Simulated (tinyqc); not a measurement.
Vibrations of a mass or spring defect in a linear chain: one step, computed by the program tinyqc.

A ring of N atoms with nearest-neighbour springs k and motion along the chain. Atom 1 is the defect, of mass M', and its two springs are k'. All other atoms have the mass M.

Question. Frequencies of the ring. Diagonalise D and leave out the zero eigenvalue of the uniform shift. nu = 15.6333042 THz x sqrt(lambda), lambda in eV/(angstrom^2 u).

Host: monatomic.

D (eV/(angstrom^2 u)):
```
            1          2          3          4          5          6          7          8
1    2.545455  -0.513783   0.000000   0.000000   0.000000   0.000000   0.000000   0.000000
2   -0.513783   0.414815  -0.207407   0.000000   0.000000   0.000000   0.000000   0.000000
3    0.000000  -0.207407   0.414815  -0.207407   0.000000   0.000000   0.000000   0.000000
4    0.000000   0.000000  -0.207407   0.414815  -0.207407   0.000000   0.000000   0.000000
5    0.000000   0.000000   0.000000  -0.207407   0.414815  -0.207407   0.000000   0.000000
6    0.000000   0.000000   0.000000   0.000000  -0.207407   0.414815  -0.207407   0.000000
7    0.000000   0.000000   0.000000   0.000000   0.000000  -0.207407   0.414815  -0.207407
8    0.000000   0.000000   0.000000   0.000000   0.000000   0.000000  -0.207407   0.414815
9    0.000000   0.000000   0.000000   0.000000   0.000000   0.000000   0.000000  -0.207407
10  -0.513783   0.000000   0.000000   0.000000   0.000000   0.000000   0.000000   0.000000

            9         10
1    0.000000  -0.513783
2    0.000000   0.000000
3    0.000000   0.000000
4    0.000000   0.000000
5    0.000000   0.000000
6    0.000000   0.000000
7    0.000000   0.000000
8   -0.207407   0.000000
9    0.414815  -0.207407
10  -0.207407   0.414815
```

Constants: nu for 1 eV/(angstrom^2 u) = 15.6333042 THz.

Give: nonzero frequencies.

Answer.

nonzero frequencies (THz): 4.40  4.79  8.37  9.05  11.52  12.27  13.54  14.01  26.02
